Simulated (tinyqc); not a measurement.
From current density J back to band mobility mu: space-charge-limited current through a thin insulating or semi-insulating film with traps. Computed by tinyqc, a small Python program. Command: `OMP_NUM_THREADS=1 python tinyqc.py 3024814 3024815 out.jsonl sclc inv`. One thread of a shared host (Intel(R) Xeon(R) Processor @ 2.30GHz), about 0.01 s of CPU time with the checks.

One ohmic injecting contact at x = 0 (field zero), drift only, non-degenerate free carriers.

Inputs (values chosen for the exercise, modelled on Si3N4):
```
quantity                                            value    unit
permittivity eps                                      7.5       -
effective density of states N_c                   9.5e+19  1/cm^3
trap density N_t                                  9.2e+17  1/cm^3
equilibrium Fermi level below the band edge, E_0     0.56      eV
thickness d                                            33      nm
free density at the anode, in units of N_c        0.00048       -
temperature T                                         300       K
trap level E_t below the band edge                   0.22      eV
```

Traps: single level.

Constants: k_B = 8.617333262e-05 eV/K; eps_0 = 8.8541878128e-12 F/m; e = 1.602176634e-19 C.

Method:
- Free density n_0 = N_c exp(-E_0/k_B T) in equilibrium; trapped density n_t(n) = N_t/(1 + n_1/n), n_1 = N_c exp(-E_t/k_B T).
- J = e mu n F and (eps eps_0/e) dF/dx = n - n_0 + n_t(n) - n_t(n_0) = rho(n). With F = J/(e mu n): d = (eps eps_0 J/(e^2 mu)) I_1 and V = (eps eps_0 J^2/(e^3 mu^2)) I_2, I_k = int_(n_L)^infinity dn/(n^(k+1) rho(n)), n_L the density at the anode; with u = n_L/n, 200 Gauss-Legendre points in t, u = 1 - (1 - t)^2.
- Anode field J/(e mu n_L); Mott-Gurney current (9/8) eps eps_0 mu V^2/d^3; ohmic current e n_0 mu V/d.

Task: A run gave the result below. Find the band mobility mu, known to lie between 0.086 and 0.12 cm^2/(V s).

current density J = 557.1115 A/cm^2

Result:

Each step takes the trial c = (a f_b - b f_a)/(f_b - f_a), f being the result less the target and a, b, c the logarithms of the listed values; c replaces end b, the old b replaces a if the sign of f changed, and otherwise f_a is halved.

Scan of the range:
```
band mobility mu (cm^2/(V s))  current density J (A/cm^2)
0.0860                                            450.297
0.0909                                            475.953
0.0961                                            503.181
0.1020                                            534.073
0.1070                                            560.253
0.1140                                            596.905
0.1200                                            628.321
```

False position (Illinois rule, in the logarithm of the input) inside the bracket:
```
step     end a     end b     trial  current density J (A/cm^2)
1     0.102000  0.107000  0.106387                     557.045
2     0.107000  0.106387  0.106400                     557.111
3     0.107000  0.106400  0.106400                     557.112
4     0.106400  0.106400  0.106400                     557.111
```

Current density J rises at every point of a 13-point scan of the range (every second point is shown), so one value fits; it is bracketed by 0.102 and 0.107. The scan shows a pure power law with exponent 1.0000, so scaling from any one row also gives the answer directly. Answer: band mobility mu = 0.1064 cm^2/(V s).
